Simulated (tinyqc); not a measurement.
Worked calculation: lattice vibrations of a chain. One step of it, computed by the program tinyqc.

Problem. Dynamical matrix at q = 0.4. q is in units of 2 pi/a. A spring k from atom i to atom j, n cells on, adds k to Phi_ii and Phi_jj, -k exp(2 pi i q n) to Phi_ij and the conjugate to Phi_ji (for one atom a cell: 2k (1 - cos 2 pi q n)); D_ij = Phi_ij / sqrt(m_i m_j).

A chain moving along its axis:
```
atom   mass (u)  spring to the next atom (eV/angstrom^2)
1     54.400000                                17.300000
2     40.300000                                24.100000
3     23.400000                                 9.700000
4     19.000000                                10.800000
```

Give: D(q).

Solution.

D(q) (eV/(angstrom^2 u)):
```
              1       2       3             4
1         0.517  -0.369   0.000  0.272+0.197i
2        -0.369   1.027  -0.785         0.000
3         0.000  -0.785   1.444        -0.460
4  0.272-0.197i   0.000  -0.460         1.079
```
